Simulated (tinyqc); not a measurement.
# p-n diode, drift-diffusion by the Gummel loop with Scharfetter-Gummel fluxes: two studies

Abrupt junction at x = 0, p side from -Lp, n side to Ln, ohmic contacts. psi is counted from the intrinsic level; n = ni exp((psi - phin)/Vt), p = ni exp((phip - psi)/Vt). Contacts: p side psi = V - Vt ln(Na/ni), p = Na, n = ni^2/Na; n side psi = Vt ln(Nd/ni), n = Nd, p = ni^2/Nd. Constant mobilities, D = mu Vt, Boltzmann statistics, SRH recombination through a mid-gap level, U = (n p - ni^2)/(tp (n + ni) + tn (p + ni)). Current is positive from the p contact to the n contact.

Parameters, values chosen for the exercise; band and dielectric values close to those of In0.53Ga0.47As: temperature T = 350 K; band gap Eg = 0.75 eV; relative permittivity eps_r = 13.7; conduction-band density of states at T Nc = 2.63e17 cm^-3; valence-band density of states at T Nv = 9.63e18 cm^-3; acceptor density of the p side Na = 2.5e16 cm^-3; donor density of the n side Nd = 5.2e15 cm^-3; electron mobility mun = 7300 cm^2/(V s); hole mobility mup = 220 cm^2/(V s); SRH lifetime of electrons tn = 1e-10 s; SRH lifetime of holes tp = 3e-8 s; length of the p side Lp = 1.2 um; length of the n side Ln = 6.9 um; uniform generation rate G = 0 cm^-3 s^-1.

Constants: q = 1.602176634e-19 C, kB = 1.380649e-23 J/K, Vt = kB T/q, eps0 = 8.8541878128e-14 F/cm where lengths are in cm. Results are converted to the units shown.

Each table varies one quantity; the others keep the values above.

## Current against voltage in the dark

ni = sqrt(Nc Nv) exp(-Eg/(2 Vt)), Eg in volts. Poisson and both continuity equations are solved self-consistently with Scharfetter-Gummel fluxes on a graded mesh of 500 nodes. J_scr is q times the integral of U between -xp and xn. Ideal diffusion current J_id = q ni^2 [Dn coth(wp/Le)/(Le Na) + Dp coth(wn/Lh)/(Lh Nd)] (exp(V/Vt) - 1), Le = sqrt(Dn tn), Lh = sqrt(Dp tp), wp = Lp - xp, wn = Ln - xn, with xp and xn from the depletion approximation (W = sqrt(2 eps0 eps_r (Vbi - V)(1/Na + 1/Nd)/q), xp = W Nd/(Na + Nd), xn = W Na/(Na + Nd), Vbi = Vt ln(Na Nd/ni^2)). Ideality factor = 0.004 V/(Vt ln[J(V + 0.004 V)/J(V)]). Here G = 0.

In this table G = 0 cm^-3 s^-1.

Current against voltage in the dark:
```
V (V)	J (A/cm^2)	ideality factor	J_scr/J (%)	J_id (A/cm^2)	share recombining at the contacts (%)	larger minority/doping at -xp and xn
0.12	0.0397	1.04	20.1	0.0321	60.8	1.18e-4
0.14	0.0749	1.05	17.2	0.0628	62.9	2.27e-4
0.17	0.194	1.05	13.1	0.170	66.0	6.07e-4
0.19	0.365	1.04	10.6	0.331	67.9	0.00117
0.22	0.947	1.04	7.41	0.894	70.4	0.00308
0.24	1.79	1.04	5.64	1.73	72.0	0.00587
0.27	4.62	1.06	3.50	4.68	74.5	0.0151
0.29	8.60	1.08	2.43	9.07	76.4	0.0280
0.32	21.2	1.14	1.31	24.5	80.2	0.0669
```

What does the comparison show?

J rises from 0.0397 to 21.2 A/cm^2; the ideality factor moves up and down between 1.04 and 1.14. Recombination in the depleted layer stays under half of the current. Where the factor is lowest (V = 0.12 V), J is 24 % above the ideal diffusion current.

## Effect of the SRH lifetime of electrons at fixed bias

Same model as above.

In this table V = 0.3 V.

Effect of the SRH lifetime of electrons at fixed bias:
```
tn (s)	J (A/cm^2)	ideality factor	J_scr/J (%)	J_id (A/cm^2)	share recombining at the contacts (%)	larger minority/doping at -xp and xn
1e-11	14.2	1.27	2.04	26.0	50.4	0.0370
1e-10	11.7	1.10	1.99	12.6	77.6	0.0377
1e-9	10.4	1.05	1.14	10.8	93.9	0.0380
1e-8	10.2	1.05	0.499	10.7	97.0	0.0381
1e-7	10.2	1.05	0.191	10.6	97.6	0.0381
1e-6	10.1	1.05	0.0441	10.6	98.5	0.0382
1e-5	10.0	1.05	0.00549	10.6	99.6	0.0384
```

As tn rises from 1e-11 to 1e-5, J falls from 14.2 to 10.0 A/cm^2, the share of the depleted layer falls from 2.04 to 0.00549 % and the share lost at the contacts rises from 50.4 to 99.6 %. The exponent d ln J/d ln tn is -0.08 between the first two rows and 0.00 between the last two. J less J_scr is 5.8 % below J_id in the last row.

Program tinyqc, `OMP_NUM_THREADS=1 python tinyqc.py 2240091 2240092 out.jsonl`; Intel Xeon 2.30GHz, shared host, one thread, about 0.2 s.
